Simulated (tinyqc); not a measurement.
Worked calculation: two-dimensional dopant profile at a mask edge: lateral junction, overlap and effective channel length. Computed by tinyqc, a small Python program that keeps every step. Command: `OMP_NUM_THREADS=1 python tinyqc.py 3023901 3023902 out.jsonl lateral walk`. One thread of a shared host (Intel(R) Xeon(R) Processor @ 2.30GHz), about 0.01 s of CPU time with the checks. Intermediate numbers are printed to about 6 digits and carried at full precision; extremes and crossings named in words are read from the listed rows.

Ions enter for y < 0; the mask (spacer, then gate) covers y > 0. x is the depth. The surface reflects dopant during the anneal.

Inputs (values chosen for the exercise, modelled on a source-drain extension in silicon):
```
quantity               value    unit
dose Q               2.4e+15  1/cm^2
projected range R_p      9.5      nm
vertical straggle        4.5      nm
lateral straggle         3.7      nm
anneal budget D t    6.2e-13    cm^2
channel doping C_B   2.8e+17  1/cm^3
gate length L_g          130      nm
offset spacer            2.2      nm
oxide thickness          1.8      nm
```

Constants: eps_0 = 8.8541878128e-12 F/m.

## Widths and vertical profile

Widths s_x^2 = (vertical straggle)^2 + 2 D t, s_y^2 = (lateral straggle)^2 + 2 D t. C(x, y) = V(x) (1/2) erfc(y/(sqrt2 s_y)), V(x) = Q/(sqrt(2 pi) s_x) [exp(-(x - R_p)^2/(2 s_x^2)) + exp(-(x + R_p)^2/(2 s_x^2))]; 1 nm = 1e-7 cm. The vertical junction far from the mask solves V(x) = C_B.

s_x = 12.0104 nm

s_y = 11.7341 nm

V at the surface = 1.16610e+21 1/cm^3

V at R_p = 1.02530e+21 1/cm^3

vertical junction x_j = 57.4051 nm

Caution: the peak exceeds usual solubilities, so part of the dose is inactive and diffusion is concentration dependent.

## Lateral junction at the surface

The lateral junction at depth x solves C = C_B: y_j(x) = sqrt2 s_y erfc^-1(2 C_B/V(x)). Overlap under the gate = y_j(0) - spacer; metallurgical channel L_met = L_g - 2 overlap (tails from the two sides are not added). Abruptness at y_j(0) in nm per decade = ln(10) s_y sqrt(pi/2) exp(u^2) erfc(u), u = y_j/(sqrt2 s_y). Overlap capacitance per width = 3.9 eps_0 overlap/t_ox (zero if there is no overlap).

lateral junction y_j(0) = 40.9703 nm

ratio y_j(0)/x_j = 0.713705

overlap = 38.7703 nm

metallurgical channel L_met = 52.4594 nm

lateral abruptness = 7.21769 nm/decade

overlap capacitance = 0.743772 fF/um

The two overlaps take 60 % of the gate length.

## Junction contour

The lateral junction at depth x solves C = C_B: y_j(x) = sqrt2 s_y erfc^-1(2 C_B/V(x)). Depths are 0, 0.15, 0.3, 0.45, 0.6, 0.75, 0.9 and 0.97 of x_j.

Contour:
```
x/x_j   x (nm)   V (1/cm^3)  y_j (nm)
0.00    0.0000  1.16610e+21   40.9703
0.15    8.6108  1.05076e+21   40.6427
0.30   17.2215  7.15446e+20   39.4130
0.45   25.8323  3.26770e+20   36.7961
0.60   34.4431  9.32449e+19   32.2392
0.75   43.0538  1.61526e+19   24.7848
0.90   51.6646  1.68170e+18   11.3598
0.97   55.6829  4.91059e+17   -2.0755
```

The contour reaches furthest, 40.97 nm, at x/x_j = 0 among these rows, at the surface. It crosses the mask edge where V = 2 C_B.

## What the anneal budget does

x_j solves V(x) = C_B. Budgets are multiples of the given D t (at 0 the mirror term is kept, which overstates V(0) as implanted); those with V(0) not above 2.5 C_B are left out.

Junctions (nm):
```
multiple      s_x      s_y      x_j   y_j(0)   y_j/x_j     L_met
0.0        4.5000   3.7000   28.524   11.965  0.419469   110.470
0.1        5.7140   5.1078   33.331   17.384  0.521555    99.632
0.3        7.5796   7.1337   40.594   24.884  0.613008    84.632
1.0       12.0104  11.7341   57.405   40.970  0.713705    52.459
2.0       16.3783  16.1768   73.561   55.763  0.758042    22.875
4.0       22.7211  22.5763   96.583   76.305  0.790051   -18.211
8.0       31.8159  31.7126  129.094  104.597  0.810237   -74.793
16.0      44.7689  44.6955  174.756  143.360  0.820343  -152.320
```

The ratio y_j/x_j goes from 0.42 to 0.82: as implanted, x_j includes R_p and y_j only the lateral straggle; after long diffusion both scale roughly with sqrt(D t) as long as V(0) stays far above C_B, and the ratio stays below 1 because the edge starts from half the concentration and an erfc falls faster than the Gaussian. L_met is negative in the rows beyond a multiple of 2: source and drain merge.

Checks made by the program: lateral profile against the convolution of a step with a Gaussian (relative difference 1e-10).
